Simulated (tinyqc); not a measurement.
# CMOS latch-up, two-transistor model: several studies

A parasitic pnp (emitter at Vdd, base shunted by Rw) and npn (emitter at ground, base shunted by Rs) feed each other: the npn collector current flows out of the pnp base node, the pnp collector current into the npn base node. Forward-active transistors with constant gains: Icn = Isn exp(Vn/Vt), Icp = Isp (exp(Vp/Vt) - 1). A current Ii is injected into the npn base node.

Values chosen for this exercise; values close to those of bulk CMOS:
- T = 300 K (temperature)
- bn = 5.7 (current gain of the npn)
- bp = 4.3 (current gain of the pnp)
- Isn = 3.2e-15 A (saturation current of the npn at T)
- Isp = 8.2e-15 A (saturation current of the pnp at T)
- Rs = 190 ohm (substrate resistance shunting the npn)
- Rw = 710 ohm (well resistance shunting the pnp)
- R2 = 350 ohm (resistance from the pnp collector to the npn base)
- Von = 0.71 V (base-emitter voltage in the on state)
- Vsat = 0.19 V (saturation voltage)
- Vdd = 1.2 V (supply voltage)

Constants: q = 1.602176634e-19 C, kB = 1.380649e-23 J/K, Vt = kB T/q. Results are converted to the units shown.

Each table varies one quantity; the others keep the values above.

## Effect of the resistance from the pnp collector to the npn base

Node equations: Vp/Rw + Icp/bp = Icn and Vn/Rs + Icn/bn = Icp + Ii. Loop gain G = gn gp/[(1/Rw + gp/bp)(1/Rs + gn/bn)], gn = Icn/Vt, gp = (Icp + Isp)/Vt; the off state ends where G = 1, and Ii there is the trigger current. On state with both base-emitter voltages at Von: npn base current Ib = (Von/Rs + bp Von/Rw)/(bn bp - 1), holding current Ih = (bn + 1) Ib + Von/Rs, holding voltage Vh = Vsat + Von + R2 (Ib + Von/Rs).

The same in every row: Vn at trigger (V) = 0.67772; trigger current (mA) = 3.6894; Ih (mA) = 6.0272.

Results:
```
R2 (ohm)	Vh (V)
5	0.92039
14	0.95710
37	1.0509
100	1.3079
270	2.0012
2000	9.0574
```

Estimate the missing row, R2 = 740 ohm.

Computed row:
```
R2 (ohm)	Vh (V)
740	3.9182
```

With this row back in the table: As R2 goes from 5 to 2000 ohm, the trigger current stays at 3.69 mA, Ih stays at 6.03 mA and Vh rises from 0.920 to 9.06 V. Vh exceeds the supply Vdd = 1.2 V, which then cannot sustain a latched state, in 4 of the 7 rows.

## Effect of the well resistance shunting the pnp

Same model as above.

Effect of the well resistance shunting the pnp:
```
Rw (ohm)	Vn at trigger (V)	trigger current (mA)	Ih (mA)	Vh (V)
71	0.7391	5.284	17.06	2.904
140	0.7209	4.479	11.02	2.588
260	0.7044	4.064	8.148	2.438
510	0.6865	3.788	6.508	2.353
990	0.6690	3.606	5.681	2.309
1900	0.6520	3.472	5.260	2.287
3700	0.6350	3.358	5.037	2.276
7100	0.6189	3.259	4.924	2.270
```

What does the table show?

As Rw goes from 71 to 7100 ohm, the trigger current falls from 5.28 to 3.26 mA, Ih falls from 17.1 to 4.92 mA and Vh falls from 2.90 to 2.27 V. Vh exceeds the supply Vdd = 1.2 V, which then cannot sustain a latched state, in 8 of the 8 rows. For Rw = 71, 140 Vn at the trigger exceeds the fixed Von of the on-state formulas, so Ih and Vh are too low there.

## Effect of the substrate resistance shunting the npn

Same model as above.

Effect of the substrate resistance shunting the npn:
```
Rs (ohm)	Vn at trigger (V)	trigger current (mA)	Ih (mA)	Vh (V)
19	0.6807	35.87	49.24	14.60
37	0.6794	18.46	25.88	7.966
71	0.6786	9.672	14.08	4.613
140	0.6780	4.964	7.742	2.815
260	0.6775	2.729	4.734	1.960
510	0.6772	1.452	3.014	1.472
980	0.6770	0.8154	2.156	1.228
1900	0.6769	0.4809	1.706	1.100
```

What does the comparison show?

As Rs goes from 19 to 1900 ohm, the trigger current falls from 35.9 to 0.481 mA, Ih falls from 49.2 to 1.71 mA and Vh falls from 14.6 to 1.10 V. Vh exceeds the supply Vdd = 1.2 V, which then cannot sustain a latched state, in 7 of the 8 rows. The trigger current goes as Rs^(-0.94): most of it flows through the shunt.

tinyqc, about 0.04 s, one thread, Intel Xeon 2.30GHz (shared host): `OMP_NUM_THREADS=1 python tinyqc.py 2670024 2670025 out.jsonl`
